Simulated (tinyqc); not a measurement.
Inside a calculation. Model: finite-difference solution of the diffusion equation on a small grid. Computed by tinyqc, a small Python program that keeps every step. Command: `OMP_NUM_THREADS=1 python tinyqc.py 3020398 3020399 out.jsonl fdiff walk`. One thread of a shared host (Intel(R) Xeon(R) Processor @ 2.30GHz), about 0.01 s of CPU time with the checks. Intermediate numbers are printed to about 5 digits and carried at full precision; extremes and crossings named in words are read from the listed rows.

dC/dt = D d2C/dx2 on nodes x_j = j dx, j = 0..9; the far end is sealed.

Inputs (values chosen for the exercise):
```
quantity,value,unit
diffusivity D,0.13,nm^2/s
grid spacing dx,10,nm
time step dt,1200,s
final time t_f,36000,s
surface value C_s,69,% of a reference
```

Boundary at x = 0: fixed surface value. Scheme: Crank-Nicolson.

start values C_j, j = 0, 1, ... (% of a reference): [0, 0, 0, 0, 0, 0, 0, 0, 0, 0]

## Mesh ratio and operator

The operator M acts as (M C)_j = C_(j-1) - 2 C_j + C_(j+1); at the sealed far end a mirror node gives 2 C_(N-2) - 2 C_(N-1); at j = 0, C_0 is held at C_s from the start (row of zeros). r = D dt/dx^2.

mesh ratio r = 1.56

operator M:
```
,0,1,2,3,4,5,6,7,8,9
0,0,0,0,0,0,0,0,0,0,0
1,1,-2,1,0,0,0,0,0,0,0
2,0,1,-2,1,0,0,0,0,0,0
3,0,0,1,-2,1,0,0,0,0,0
4,0,0,0,1,-2,1,0,0,0,0
5,0,0,0,0,1,-2,1,0,0,0
6,0,0,0,0,0,1,-2,1,0,0
7,0,0,0,0,0,0,1,-2,1,0
8,0,0,0,0,0,0,0,1,-2,1
9,0,0,0,0,0,0,0,0,2,-2
```

## Amplification factors

The mode of M with eigenvalue mu has its amplitude multiplied per step by g = (1 + (1 - theta) r mu)/(1 - theta r mu), with theta = 0 explicit, 1 implicit, 1/2 Crank-Nicolson; the explicit scheme is stable for r up to 2/|mu_min|.

eigenvalues mu of M: [-3.9696, -3.7321, -3.2856, -2.6840, -2.0000, -1.3160, -0.7144, -0.2679, -0.0304, 0.0000]

factors g: [-0.5118, -0.4886, -0.4386, -0.3535, -0.2188, -0.0131, 0.2843, 0.6543, 0.9537, 1.0000]

largest stable r of the explicit scheme = 0.50383

The smallest factor is -0.512: the shortest waves flip sign at each step while they decay.

## Time step 1

C at the start (%): [69, 0, 0, 0, 0, 0, 0, 0, 0, 0]

With r = D dt/dx^2: (1 - theta r M) C(new) = (1 + (1 - theta) r M) C(old); theta = 0 explicit, 1 implicit, 1/2 Crank-Nicolson.

C after step 1 (%): [69.000, 46.904, 15.942, 5.418, 1.842, 0.626, 0.213, 0.073, 0.027, 0.017]

At so large an r Crank-Nicolson steps are stable but let short waves flip sign, so sharp features can overshoot.

## Time step 2

The formulas are those given above.

C after step 2 (%): [69.000, 46.216, 31.416, 16.017, 7.259, 3.085, 1.262, 0.509, 0.222, 0.148]

At so large an r Crank-Nicolson steps are stable but let short waves flip sign, so sharp features can overshoot.

## All steps

The run takes n = round(t_f/dt) steps of length t_f/n. The dose is the trapezoidal sum of C dx; the error is the largest difference from exp(M D t/dx^2) C(0), the exact time evolution on the same grid.

Course of the run:
```
step,t (s),C_1,C_5,dose (% nm),largest error
1,1200,46.904,0.626,1055.5,7.7228e+00
2,2400,46.216,3.085,1405.6,2.2751e+00
3,3600,52.174,7.064,1714.6,9.2359e-01
4,4800,53.444,10.974,1967.1,5.0089e-01
5,6000,55.365,14.343,2194.8,2.0557e-01
6,7200,56.375,17.378,2399.7,1.4729e-01
7,8400,57.365,20.098,2588.9,9.0044e-02
...,...,...,...,...,...
24,28800,64.122,47.483,4604.8,5.8097e-03
25,30000,64.348,48.480,4679.1,5.8259e-03
26,31200,64.564,49.430,4750.0,5.8155e-03
27,32400,64.769,50.336,4817.6,5.7848e-03
28,33600,64.965,51.200,4882.1,5.7385e-03
29,34800,65.152,52.025,4943.6,5.6800e-03
30,36000,65.330,52.811,5002.2,5.6117e-03
```

C at the end (%): [69.000, 65.330, 61.772, 58.433, 55.415, 52.811, 50.698, 49.141, 48.187, 47.866]

largest error at t_f = 0.0056117 %

final dose = 5002.2 % nm

final C_5 = 52.811 %

The time-step error at the end is 0.0056 on a scale of 69.0. The dose grows as material enters from the surface.

## The three schemes as the step is halved

Each run reaches t_f in n equal steps; errors are the largest difference from exp(M D t_f/dx^2) C(0). A dash marks unstable explicit runs.

Largest error at t_f (%):
```
steps n,r,explicit,implicit,Crank-Nicolson
4,11.700,-,4.7222,1.4877e+01
8,5.850,-,2.5175,2.0500e+00
16,2.925,-,1.2973,1.9699e-02
32,1.462,-,0.6582,4.9319e-03
64,0.731,-,0.3315,1.2326e-03
128,0.366,0.16750,0.1663,3.0814e-04
256,0.183,0.08360,0.0833,7.7033e-05
```

From the last two rows, halving the step divides the error by 2.00 (explicit), 2.00 (implicit), 4.00 (Crank-Nicolson): a factor 2 marks first order in dt and 4 second order. The explicit scheme needs n of at least 93 to be stable; the other two are stable at any step.

Checks made by the program: matrix exponential against 4096 Crank-Nicolson steps (relative difference 4e-09).
